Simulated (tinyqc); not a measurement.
Surface potential of a MOS transistor: implicit equation and explicit approximations: two steps of the calculation.

p-type body, charge-sheet picture, depletion and inversion only, full ionisation (an idealisation for deep acceptors), Boltzmann statistics (rough once Na exp(x - xn) passes about Nc/7). In units of Vt: xg = (Vg - Vfb)/Vt, x = psi/Vt, G = gamma/sqrt(Vt), xn = (2 phiF + Vc)/Vt. The implicit equation is (xg - x)^2 = G^2 [x - 1 + exp(x - xn)] for x above about 3. Cox = eps0 eox/tox.

Values chosen for this exercise; band and dielectric values close to those of silicon: temperature T = 350 K; band gap Eg = 1.12 eV; relative permittivity eps_r = 11.8; conduction-band density of states at T Nc = 3.54e19 cm^-3; valence-band density of states at T Nv = 3.33e19 cm^-3; relative permittivity of the gate insulator (close to silicon dioxide) eox = 3.9; insulator thickness tox = 1.4 nm; acceptor density Na = 1.4e18 cm^-3; flat-band voltage Vfb = -0.62 V; channel-body voltage Vc = 1 V; gate-body voltage Vg = 2.28 V.

Constants: q = 1.602176634e-19 C, kB = 1.380649e-23 J/K, Vt = kB T/q, eps0 = 8.8541878128e-14 F/cm where lengths are in cm. Results are converted to the units shown.

Problem 1. Scales. ni = sqrt(Nc Nv) exp(-Eg/(2 Vt)), Eg in volts; phiF = Vt ln(Na/ni); gamma = sqrt(2 q eps0 eps_r Na)/Cox; VT = Vfb + Vt (xn + G sqrt(xn - 1)).

Wanted: phiF; gamma; G; xn; VT; xg.

Solution 1.

phiF = 0.46350 V
gamma = 0.27756 V^0.5
G = 1.5982
xn = 63.891
VT = 1.6893 V
xg = 96.152

Problem 2. New x. D = exp(x - xn), f = (xg - x)^2 - G^2 (x - 1 + D), f' = -2 (xg - x) - G^2 (1 + D), x(new) = x - f/f'.

x after iteration 1 = 69.349607
G = 1.5982467
xn = 63.890899
xg = 96.151722

Find: D; f; f'; x after iteration 2.

Solution 2.

D = 234.8
f = -55.99
f' = -655.9
x after iteration 2 = 69.26

tinyqc, about 0.01 s, one thread, Intel Xeon 2.30GHz (shared host): `OMP_NUM_THREADS=1 python tinyqc.py 2122107 2122108 out.jsonl`
